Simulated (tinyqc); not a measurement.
MOS inversion layer, Poisson-Schroedinger loop: mixing schemes compared.

Electrons confined at an insulator interface at z = 0, treated as a hard wall; parabolic valleys, Hartree approximation, no image or exchange terms. The depletion charge lies far deeper than the electrons and gives a uniform field q Nd/(eps0 eps_r); the gate balances all charge. Energies are counted from the band edge at the interface.

V0 = q Nd z/(eps0 eps_r) in eV.

Tridiagonal Hamiltonian with psi = 0 one step beyond both ends: H_ii = C (1/m_(i-1/2) + 1/m_(i+1/2))/hz^2 + V0_i + U_i (+ dE for the set B), H_(i,i+1) = -C/(m_(i+1/2) hz^2), C = hbar^2/(2 m0). The lowest 2 level(s) of each valley set are kept, normalised to hz sum |psi|^2 = 1. The mass is the same on all intervals.

Level k holds N_k = D_k Vt ln(1 + exp((EF - E_k)/Vt)) with D = 2 md1 m0 q/(pi hbar^2) for the set A, D = 4 md2 m0 q/(pi hbar^2) for the set B per eV (spin included); EF is fixed by sum N_k = Ns.

n_i = sum_k N_k |psi_k|^2 (converted to cm^-3). Hartree part by Gauss: on the interval before node i the electrons still beyond are S_i = Ns - hz sum_(j<i) n_j, and U_i = U_(i-1) + q S_i hz/(eps0 eps_r) in eV, U_0 = 0 at the interface. Mixing: U(new) = U + a (U(out) - U).

Rounds from U = 0 until the largest |U(out) - U| is below 1e-7 eV (the round that meets it is counted). Anderson mixing of depth m keeps the last m inputs V and residuals F = V(out) - V(in), fits c by least squares to F = dF c over their successive differences dF, dV, and sets V(new) = V + a F - (dV + a dF) c.

Values chosen for this exercise; masses and permittivity close to those of silicon (100):
```
symbol   value   unit                                     meaning
T          300      K                                 temperature
eps_r     11.8                              relative permittivity
mz1      0.915     m0  mass along z of valley set A (2 valley(s))
md1      0.193     m0    in-plane density-of-states mass of set A
mz2      0.193     m0  mass along z of valley set B (4 valley(s))
md2       0.41     m0    in-plane density-of-states mass of set B
Ns      4.3e11  cm^-2                  sheet density of electrons
Nd      1.3e11  cm^-2           sheet density of depletion charge
dE           0     eV               extra shift of set B (strain)
hz         3.3     nm                                   mesh step
```

Constants: q = 1.602176634e-19 C, kB = 1.380649e-23 J/K, hbar = 1.054571817e-34 J s, m0 = 9.1093837015e-31 kg, Vt = kB T/q, eps0 = 8.8541878128e-14 F/cm where lengths are in cm, hbar^2/(2 m0) = 0.0380998212 eV nm^2. Results are converted to the units shown.

| node | z (nm) |
|---|---|
| 1 | 3.3 |
| 2 | 6.6 |
| 3 | 9.9 |
| 4 | 13.2 |
| 5 | 16.5 |
| 6 | 19.8 |
| 7 | 23.1 |
| 8 | 26.4 |
| 9 | 29.7 |
| 10 | 33 |
| 11 | 36.3 |
| 12 | 39.6 |
| 13 | 42.9 |
| 14 | 46.2 |
| 15 | 49.5 |
| 16 | 52.8 |

Rounds needed:

| a | depth m | rounds |
|---|---|---|
| 1 | plain | 17 |
| 0.8 | plain | 9 |
| 0.6 | plain | 15 |
| 0.4 | plain | 26 |
| 0.2 | plain | 57 |
| 0.1 | plain | 119 |
| 0.5 | 2 | 11 |
| 0.5 | 4 | 7 |
| 0.5 | 8 | 8 |

What does the comparison show?

Among the plain runs a = 0.8 is fastest, with 9 rounds; larger factors overshoot and smaller ones creep. Anderson mixing needs 7 to 11 rounds.

Numbers from tinyqc (`OMP_NUM_THREADS=1 python tinyqc.py 2160089 2160090 out.jsonl`; about 1 s on one thread of a shared Intel Xeon 2.30GHz).
